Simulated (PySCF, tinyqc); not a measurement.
Inside a calculation. Method: RHF in the 6-311g basis, for H2, spin multiplicity 1. The lowest restricted solution is unstable here: a spin-polarised one lies 0.0018 hartree lower (PySCF). One step of it, computed by the program tinyqc.

Question. Orthogonalisation. S = U s U^T; symmetric (Loewdin) form X = U s^(-1/2) U^T, so that X^T S X = 1.

overlap S, order 1H 1s, 1H 2s, 1H 3s, 2H 1s, 2H 2s, 2H 3s:
```
[[1.000000, 0.706377, 0.373664, 0.027369, 0.160855, 0.217114],
 [0.706377, 1.000000, 0.788963, 0.160855, 0.393576, 0.504539],
 [0.373664, 0.788963, 1.000000, 0.217114, 0.504539, 0.745261],
 [0.027369, 0.160855, 0.217114, 1.000000, 0.706377, 0.373664],
 [0.160855, 0.393576, 0.504539, 0.706377, 1.000000, 0.788963],
 [0.217114, 0.504539, 0.745261, 0.373664, 0.788963, 1.000000]]
```

Give: eigenvalues of S; X.

Answer.

eigenvalues of S: [0.0614, 0.1298, 0.3339, 0.7088, 1.4385, 3.3276]

X, order 1H 1s, 1H 2s, 1H 3s, 2H 1s, 2H 2s, 2H 3s:
```
[[1.3729, -0.7454, 0.2048, 0.0248, 0.0362, -0.0560],
 [-0.7454, 2.1162, -1.0094, 0.0362, -0.2358, 0.1869],
 [0.2048, -1.0094, 2.0670, -0.0560, 0.1869, -0.8338],
 [0.0248, 0.0362, -0.0560, 1.3729, -0.7454, 0.2048],
 [0.0362, -0.2358, 0.1869, -0.7454, 2.1162, -1.0094],
 [-0.0560, 0.1869, -0.8338, 0.2048, -1.0094, 2.0670]]
```
